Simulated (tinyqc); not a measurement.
From ratio C_s/C_B back to segregation coefficient m = C(silicon)/C(oxide): dopant redistribution at a moving silicon-oxide interface during parabolic oxidation. Computed by tinyqc, a small Python program. Command: `OMP_NUM_THREADS=1 python tinyqc.py 3028591 3028592 out.jsonl segox inv`. One thread of a shared host (Intel(R) Xeon(R) Processor @ 2.30GHz), about 0.01 s of CPU time with the checks.

Uniformly doped silicon is oxidised with x_ox = sqrt(B t); the interface advances into the silicon by alpha x_ox, alpha = 0.44. The dopant does not move in the oxide, and at the interface C(silicon) = m C(oxide).

Inputs (values chosen for the exercise, modelled on phosphorus in silicon under steam): dopant prefactor D0 = 4.11 cm^2/s; dopant activation energy E = 3.65 eV; oxidation prefactor B0 = 376 um^2/h; oxidation activation energy E_B = 0.784 eV; bulk doping C_B = 3.8e+16 1/cm^3; temperature T = 1050 C; time t = 2.3 h.

Constants: k_B = 8.617333262e-05 eV/K.

Method:
- D = D0 exp(-E/(k_B T)), converted with 1 cm^2/s = 3.6e11 um^2/h; B = B0 exp(-E_B/(k_B T)); s = alpha sqrt(B/(4 D)), the interface advance over 2 sqrt(D t).
- Temperatures in kelvin are T(C) + 273.15.
- With the dopant diffusivity D and s = alpha x_ox/(2 sqrt(D t)), in the silicon C = C_B + (C_s - C_B) erfc(y/(2 sqrt(D t)))/erfc(s), y from the original surface. Dopant balance at the interface gives C_s/C_B = 1/[1 + (1/(m alpha) - 1) g], g = sqrt(pi) s exp(s^2) erfc(s).

Task: A run gave the result below. Find the segregation coefficient m = C(silicon)/C(oxide), known to lie between 6 and 19.

ratio C_s/C_B = 2.486589

Result:

Each step takes the trial c = (a f_b - b f_a)/(f_b - f_a), f being the result less the target and a, b, c the logarithms of the listed values; c replaces end b, the old b replaces a if the sign of f changed, and otherwise f_a is halved.

Scan of the range:
```
segregation coefficient m = C(silicon)/C(oxide)  ratio C_s/C_B
6.00                                                   1.89402
7.27                                                   2.09337
8.81                                                   2.29266
10.70                                                  2.49034
12.90                                                  2.67360
15.70                                                  2.85590
19.00                                                  3.02071
```

False position (Illinois rule, in the logarithm of the input) inside the bracket:
```
step    end a    end b    trial  ratio C_s/C_B
1      8.8100  10.7000  10.6606        2.48665
2      8.8100  10.6606  10.6594        2.48653
3     10.6606  10.6594  10.6600        2.48659
```

Ratio C_s/C_B rises at every point of a 13-point scan of the range (every second point is shown), so one value fits; it is bracketed by 8.81 and 10.7. Answer: segregation coefficient m = C(silicon)/C(oxide) = 10.66.

Caution: parabolic growth needs an oxide much thicker than the Deal-Grove length A, which fails for thin films and low temperatures; oxidation-enhanced or retarded diffusion is ignored.
